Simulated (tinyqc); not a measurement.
## Length offset and series resistance from crossing lines

Question. R_total = Rs + k (L - dL)/Vo with constant Rs, dL and k. Find k, dL and Rs.

R_total at (L, Vo) = (50, 0.38), (150, 0.38), (50, 0.8) and (150, 0.8), L in nm and Vo in V (ohm um): 294.05263  820.36842  183.25000  433.25000

Solution. At each overdrive R is a straight line in L with slope k/Vo; the two lines cross at L = dL, R = Rs.

k = 2.00 ohm um V/nm
dL = 9.90 nm
Rs = 83.0 ohm um

Computed by the program tinyqc: `OMP_NUM_THREADS=1 python tinyqc.py 2282094 2282095 out.jsonl`, one thread of a shared Intel Xeon 2.30GHz, about 0.03 s for the whole run.
